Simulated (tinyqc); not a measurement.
Resistance of a source-drain extension with a graded tip: one step of the calculation.

y runs along the channel, the gate covers y > 0. The doping is N0 for y < y0 and N0 10^(-(y - y0)/la) beyond, uniform over the depth xj. Sheet conductance s(y) = q mu(N) max(N - Nch, 0) xj + (for y > 0) ma Cox Vo, with mu(N) = u0 + (u1 - u0)/(1 + (N/Nr)^au) and Cox = eps0 eox/tox. Current is taken as one-dimensional; depletion of the tip, spreading and the contact are left out. The metallurgical junction lies at yj, where N = Nch.

Task. Sheet resistances and junction position. yj = y0 + la log10(N0/Nch); sheet resistance of the full extension 1/[q mu(N0)(N0 - Nch) xj] and of the gate-induced layer 1/(ma Cox Vo); metallurgical length Lg - 2 yj; ye is where the doped and the gate-induced conductances are equal.

Inputs (values chosen for the exercise); mobility law close to that of electrons in silicon:
- eox = 24.5 (relative permittivity of the gate insulator (close to zirconium oxide))
- tox = 6.6 nm (insulator thickness)
- N0 = 1.3e20 cm^-3 (active doping of the extension far from the gate)
- la = 3 nm/decade (lateral abruptness)
- y0 = 2.6 nm (position under the gate where the fall begins (gate edge at 0))
- xj = 7 nm (depth of the extension)
- Nch = 6.7e17 cm^-3 (channel doping)
- Vo = 0.63 V (gate overdrive)
- ma = 110 cm^2/(V s) (mobility of the gate-induced layer)
- u1 = 1414 cm^2/(V s) (mobility at low doping)
- u0 = 68.5 cm^2/(V s) (mobility at high doping)
- Nr = 9.2e16 cm^-3 (reference doping)
- au = 0.711 (exponent)
- Lg = 90 nm (gate length)

Constants: q = 1.602176634e-19 C, eps0 = 8.8541878128e-14 F/cm where lengths are in cm. Results are converted to the units shown.

Wanted: yj; sheet resistance of the extension; sheet resistance of the induced layer; metallurgical length; ye; N at ye.

Result.

yj = 9.4636 nm
sheet resistance of the extension = 904.74 ohm/square
sheet resistance of the induced layer = 4390.3 ohm/square
metallurgical length = 71.073 nm
ye = 4.9168 nm
N at ye = 2.1963e19 cm^-3

The gate takes over 4.55 nm before the junction, where N is still 32.8 times the channel doping.

Program tinyqc, `OMP_NUM_THREADS=1 python tinyqc.py 2282272 2282273 out.jsonl`; Intel Xeon 2.30GHz, shared host, one thread, about 0.03 s.
